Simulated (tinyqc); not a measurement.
What moves the results: shallow acceptor in the spherical four-band model. A value that a table varies takes the place of the one given here.

The ground state 1S3/2 has an L = 0 part f(r) and an L = 2 part g(r). In units of Ry* and a*, with Gaussians f_i = exp(-a_i r^2), g_i = r^2 exp(-a_i r^2), A = a_i + a_j and I(n) = Gamma((n + 1)/2)/(2 A^((n + 1)/2)): S_ff = I(2), S_gg = I(6), H_ff = (6 a_i a_j/A) I(2) - 2 I(1), H_gg = (14 a_i a_j/A) I(6) - 2 I(5), H_fg = -mu [15 I(2) - 20 a_j I(4) + 4 a_j^2 I(6)]; each function is then normalised. The split-off band is left out.

Converged values use 22 exponents 2.2^i, i = -7 to 14, for f and for g.

Units Ry* = Ry/(g1 eps^2) and a* = a0 eps g1; mu = (6 g3 + 4 g2)/(5 g1) is the spherical heavy-light coupling and delta = (g3 - g2)/g1 the cubic term, which is left out.

Constants: Ry = 13.60569312 eV; a0 (Bohr radius) = 0.5291772105 angstrom.

Values chosen for the exercise (near those of a shallow acceptor in GaAs; the results hold for these values, not for the real material):

| symbol | value | unit | meaning |
|---|---|---|---|
| mus | (0.11, 0.29, 0.49, 0.59, 0.75, 0.86, 0.91) |  | couplings |
| rc | 1.7 | angstrom | radius of the central cell |
| Vs | (3, 1, 0, -1, -2, -3, -4) | eV | central-cell strengths |
| g1 | 6.99 |  | Luttinger gamma1 |
| g2 | 2.06 |  | gamma2 |
| g3 | 2.92 |  | gamma3 |
| eps | 12.9 |  | dielectric constant |

## Strength of the heavy-light coupling

Ry* = 11.6967 meV

Converged values in Ry* and a*; the heavy-mass hydrogen model gives 1/(1 - mu).

Results:

| mu | binding (Ry*) | 1/(1 - mu) | ratio | L = 2 weight | <r> (a*) | binding (meV) |
|---|---|---|---|---|---|---|
| 0.11 | 1.011 | 1.124 | 0.900 | 0.005 | 1.486 | 11.8 |
| 0.29 | 1.082 | 1.408 | 0.769 | 0.036 | 1.403 | 12.7 |
| 0.49 | 1.283 | 1.961 | 0.654 | 0.105 | 1.213 | 15.0 |
| 0.59 | 1.478 | 2.439 | 0.606 | 0.155 | 1.072 | 17.3 |
| 0.75 | 2.145 | 4.000 | 0.536 | 0.259 | 0.766 | 25.1 |
| 0.86 | 3.517 | 7.143 | 0.492 | 0.350 | 0.484 | 41.1 |
| 0.91 | 5.255 | 11.111 | 0.473 | 0.398 | 0.331 | 61.5 |

The binding starts as 1 + O(mu^2), 1.011 at mu = 0.11, since the coupling enters in second order, and reaches 5.25 at mu = 0.91. The ratio to the heavy-mass model falls from 0.90 to 0.47, towards about 0.44 as mu goes to 1: the bound hole is only partly heavy. The L = 2 weight grows to 0.40 and the radius shrinks by a factor 4.5.

## Central-cell correction

mu = 0.73705
a* = 47.716 angstrom

A short-range term V exp(-r^2/rc^2) is added (negative: attracts the hole); its elements are V S (A/(A + 1/rc^2))^(3/2) for f and ^(7/2) for g, in the same units.

Results:

| V (eV) | 1S binding (meV) | 2S binding (meV) | <r> (angstrom) | L = 2 weight |
|---|---|---|---|---|
| 3.0 | 22.6 | 6.90 | 40.5 | 0.247 |
| 1.0 | 23.5 | 7.02 | 38.9 | 0.248 |
| 0.0 | 24.1 | 7.11 | 38.0 | 0.249 |
| -1.0 | 24.9 | 7.21 | 36.8 | 0.251 |
| -2.0 | 25.9 | 7.34 | 35.3 | 0.252 |
| -3.0 | 27.4 | 7.51 | 33.5 | 0.254 |
| -4.0 | 29.5 | 7.74 | 31.3 | 0.257 |

From V = 0 to -4 eV the 1S binding grows by 5.4 meV (22 %) and the 2S binding by 0.64 meV, so the chemical shift sits mainly in the ground state. A repulsion of 3 eV removes 1.5 meV. The slope is 2.09 meV per eV over the last step against 0.51 on the repulsive side, since attraction pulls the state into the cell; over this range the level stays shallow.

## What each parameter does

Converged values. Each row changes one parameter from the base and keeps the others.

Results:

| case | mu | Ry* (meV) | binding (meV) | <r> (angstrom) |
|---|---|---|---|---|
| base | 0.737 | 11.70 | 24.09 | 38.0 |
| g1 = 7.55 | 0.682 | 10.83 | 19.25 | 46.8 |
| g2 = 1.75 | 0.702 | 11.70 | 21.81 | 41.5 |
| g3 = 2.69 | 0.698 | 11.70 | 21.59 | 41.9 |
| eps = 13.9 | 0.737 | 10.07 | 20.75 | 40.9 |

The largest shifts from the base row, up to three for each result and ties (the steps differ in size, so this ranks the rows, not the parameters). mu: g1 -0.055, g3 -0.039, g2 -0.035; unchanged at the printed digits by eps. Ry* (meV): eps -1.62, g1 -0.87; unchanged at the printed digits by g2 and g3. binding (meV): g1 -4.84, eps -3.34, g3 -2.51. <r> (angstrom): g1 +8.9, g3 +4.0, g2 +3.6. g1 acts twice: it lowers Ry* and it lowers mu.

tinyqc: `OMP_NUM_THREADS=1 python tinyqc.py 1282435 1282436 out.jsonl`; about 0.04 s, one thread, shared Intel(R) Xeon(R) Processor @ 2.30GHz.
